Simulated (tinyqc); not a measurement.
# Floating body of a partially depleted SOI transistor: body voltage and kink: what changes with what

Source at 0 V. Channel current Ic = 2 nf K Vt^2 [F(0) - F(Vd)](1 + la Vd), F(V) = ln^2(1 + exp((Vg - VT - nf V)/(2 nf Vt))), VT = VT0 - gb Vb. Saturation voltage Vs = 2 Vt sqrt(F(0)) + 3 Vt, excess Ve = (Vd - Vs + sqrt((Vd - Vs)^2 + 0.0004 V^2))/2, multiplication M1 = Ai Ve exp(-Bl/Ve). Each junction passes D(v) = J1 (exp(v/Vt) - 1) + J2 (exp(v/(2 Vt)) - 1). Bipolar current Ib = bb J1 (exp(Vb/Vt) - 1). The body settles where M1 (Ic + Ib) = D(Vb) + D(Vb - Vd) + Vb/Rb; drain current Id = (1 + M1)(Ic + Ib) - D(Vb - Vd).

Values chosen for this exercise; values of the order met in partially depleted silicon-on-insulator transistors:
```
symbol    value         unit                                                                                            meaning
T           330            K                                                                                        temperature
VT0        0.32            V                                                                     threshold at zero body voltage
gb         0.21                                                                  fall of the threshold per volt of body voltage
nf          1.2                                                                                                    slope factor
K           530  uA/(V^2 um)                                                                              gain factor per width
la         0.02          1/V                                                                   channel-length modulation factor
Ai         1.87          1/V                                                                        impact-ionisation prefactor
Bl          8.4            V                                                                          impact-ionisation voltage
J1      5.4e-12        uA/um                                                      diffusion saturation current of each junction
J2       1.4e-8        uA/um                                                  recombination saturation current of each junction
bb          0.5                                                 gain of the lateral bipolar transistor on the diffusion current
Rb          1e9      kohm um  resistance of a weak body tie to the source (1e9 stands for no tie, and the term is then dropped)
Vg          0.4            V                                                                                       gate voltage
Vd          2.3            V                                                                                      drain voltage
```

Constants: q = 1.602176634e-19 C, kB = 1.380649e-23 J/K, Vt = kB T/q. Results are converted to the units shown.

Each table varies one quantity; the others keep the values above.

## Output curve and kink

Rows with more than one solution for Vb (latch) are left out; dId/dVd by a forward difference over 1e-4 V, swing = 1e-4 V over the change of log10 Id; M1 under 1e-12 is printed as 0.

Output curve and kink:
```
Vd (V),Vb (V),M1,"Id, floating (uA/um)","Id, grounded (uA/um)",ratio,"dId/dVd, floating (uS/um)","dId/dVd, grounded (uS/um)"
0.8,0.3104,6.776e-7,5.243,2.173,2.413,16.22,0.04288
1,0.4790,2.267e-5,7.732,2.182,3.544,9.026,0.04466
1.2,0.5612,2.485e-4,9.187,2.191,4.192,5.984,0.05378
1.4,0.6140,0.001326,10.23,2.204,4.640,4.595,0.07818
1.6,0.6518,0.004538,11.07,2.224,4.978,3.934,0.1236
1.8,0.6807,0.01165,11.84,2.255,5.248,3.785,0.1920
2,0.7035,0.02459,12.61,2.302,5.479,4.064,0.2817
2.2,0.7222,0.04517,13.49,2.369,5.693,4.724,0.3892
```

Vb rises from 0.310 to 0.722 V and the ratio of the currents rises from 2.41 to 5.69. The output conductance with a floating body exceeds the grounded value by the largest factor among the rows, 378, at Vd = 0.8 V, where Vb = 0.310 V and M1 = 6.78e-7.

## Transfer curve and swing

Same model as above.

Transfer curve and swing:
```
Vg (V),Vb (V),M1,"Id, floating (uA/um)","Id, grounded (uA/um)",ratio,"swing, floating (mV/decade)","swing, grounded (mV/decade)"
-0.13,0.2285,0.09329,8.997e-6,2.217e-6,4.059,52.71,79.13
-0.03,0.4330,0.09307,5.923e-4,4.109e-5,14.42,59.74,78.84
0.07,0.5539,0.09181,0.02130,7.546e-4,28.22,69.10,79.59
0.17,0.6402,0.08675,0.4186,0.01303,32.13,90.74,82.83
0.27,0.6948,0.07581,3.174,0.1805,17.59,148.4,95.20
0.37,0.7245,0.06265,10.71,1.472,7.273,242.9,131.6
0.47,0.7409,0.05037,23.36,6.102,3.827,356.9,203.2
0.57,0.7502,0.03973,40.73,15.47,2.633,477.7,301.7
0.67,0.7554,0.03075,62.56,29.65,2.110,600.0,413.2
```

What does the comparison show?

Vb rises from 0.228 to 0.755 V. The smallest swing among the rows is 52.7 mV a decade with a floating body (at Vg = -0.13 V) and 78.8 with a grounded one; Vt ln 10 = 65.5. The floating swing is smaller by more than 3 % for Vg = -0.13, -0.03, 0.07 V, where the rising Vb lowers the threshold as Vg rises. In the first row the floating body raises the current by a factor of 4.06.

Range of the model: The multiplication law is an empirical form chosen for the exercise; self-heating and capacitive coupling to the body are left out, and the linear laws are rough once Vb passes about 0.7 V or M1 about 0.1.

Computed by the program tinyqc: `OMP_NUM_THREADS=1 python tinyqc.py 2182209 2182210 out.jsonl`, one thread of a shared Intel Xeon 2.30GHz, about 0.2 s for the whole run.
